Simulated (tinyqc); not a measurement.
## Crystallisation kinetics and data retention of a phase-change cell: kissinger analysis

Johnson-Mehl-Avrami-Kolmogorov law X = 1 - exp(-y^n), y = integral of k dt, k = (1/100 s) exp[-(Ec q/kB)(1/T - 1/T1)].

Tp is the temperature of the largest dX/dt on a ramp of rate b (b in K/min in the logarithm).

Values chosen for this exercise; values of the order of Ge-Sb-Te and related chalcogenides:
- Ec = 2.9 eV (activation energy of crystallisation)
- T1 = 443 K (temperature at which the rate k is 1/(100 s))
- n = 3 (Avrami exponent)

Constants: q = 1.602176634e-19 C, kB = 1.380649e-23 J/K. Results are converted to the units shown.

Kissinger analysis:

| b (K/min) | Tp (K) | q/kB Tp (1/eV) | ln(b/Tp^2) | X at the peak |
|---|---|---|---|---|
| 0.5 | 432.33 | 26.842 | -12.832 | 0.62907 |
| 1 | 436.12 | 26.609 | -12.156 | 0.62905 |
| 2 | 439.97 | 26.376 | -11.480 | 0.62902 |
| 5 | 445.17 | 26.068 | -10.587 | 0.62899 |
| 10 | 449.18 | 25.835 | -9.9123 | 0.62896 |
| 20 | 453.27 | 25.602 | -9.2372 | 0.62893 |
| 50 | 458.78 | 25.294 | -8.3451 | 0.62889 |
| 100 | 463.04 | 25.061 | -7.6705 | 0.62886 |

What does the comparison show?

Tp rises from 432 to 463 K. The slope of ln(b/Tp^2) against q/kB Tp between the end rows is -2.899 eV, against Ec = 2.9 eV, and X at the peak stays near 1 - 1/e = 0.632 (0.629 to 0.629).

Range of the model: One Arrhenius rate is assumed; incubation, growth from the boundary and the non-Arrhenius kinetics of the supercooled liquid are left out.

tinyqc, about 0.03 s, one thread, Intel Xeon 2.30GHz (shared host): `OMP_NUM_THREADS=1 python tinyqc.py 2490056 2490057 out.jsonl`
